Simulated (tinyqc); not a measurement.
## Van der Pauw, Hall and four-point-probe measurements on a doped layer: correction factor against the shape of the sample

A uniform p-type layer with sheet resistance Rs = 1/(q ns mu), point contacts, low field (mu B small).

Rs = 1/(q ns mu). For a rectangle with contacts at the corners, RA = (8 Rs/pi) sum_(k>=0) ln coth((2k + 1) pi a/(2 b)) with current along a short side b and voltage along the opposite one, RB the same with a and b exchanged. ar = a/b. F = Rs/[(pi/ln 2)(RA + RB)/2]; small-asymmetry estimate 1 - (ln 2/2) d^2 - ((ln 2)^2/4 - (ln 2)^3/12) d^4 with d = (RB - RA)/(RB + RA).

Parameters, values chosen for the exercise:
```
symbol,value,unit,meaning
ns,2.7e13,cm^-2,sheet density of the layer
mu,210,cm^2/(V s),drift mobility
```

Constants: q = 1.602176634e-19 C. Results are converted to the units shown.

Result of one run:
```
ar   RA (ohm)  RB (ohm)    RB/RA       F  estimate of F
3.4    0.1288      2771  2.152e4  0.1753         0.5612
```

What becomes of these results when the side ratio a/b of a rectangular sample with corner contacts ar is changed from 3.4 to 2.03, all else the same?

Result of the changed run:
```
ar    RA (ohm)  RB (ohm)  RB/RA       F  estimate of F
2.03     9.528      1268  133.1  0.3803         0.5767
```

The whole series:
```
ar    RA (ohm)  RB (ohm)    RB/RA       F  estimate of F
1        242.9     242.9    1.000   1.000          1.000
1.34     83.28     544.3    6.536  0.7740         0.7861
1.69     27.73     902.6    32.55  0.5221         0.6213
2.03     9.528      1268    133.1  0.3803         0.5767
2.37     3.274      1639    500.6  0.2958         0.5653
2.71     1.125      2012     1788  0.2413         0.5623
3.06    0.3747      2397     6397  0.2026         0.5614
3.4     0.1288      2771  2.152e4  0.1753         0.5612
```

RB/RA rises from 1.00 to 21500 and F falls from 1.00 to 0.175. The estimate is 19 % above F at a/b = 1.69 and 3.20 times it in the last row. RA shrinks about as exp(-pi a/b): by a factor of 2.91 between the last two rows, against 2.91.

Computed by the program tinyqc: `OMP_NUM_THREADS=1 python tinyqc.py 2850177 2850178 out.jsonl`, one thread of a shared Intel Xeon 2.30GHz, about 0.01 s for the whole run.
